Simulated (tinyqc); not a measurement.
# Ionisation constants from two fields

Question. alpha_n = an exp(-bn/E). Find bn and an.

alpha_n at 2210 and 3670 kV/cm (1/cm): [113.44632, 32325.647]

Answer. ln alpha is a straight line in 1/E with slope -bn and intercept ln an.

bn = 3.140e7 V/cm
an = 1.680e8 1/cm

Computed by the program tinyqc: `OMP_NUM_THREADS=1 python tinyqc.py 2120022 2120023 out.jsonl`, one thread of a shared Intel Xeon 2.30GHz, about 0.08 s for the whole run.
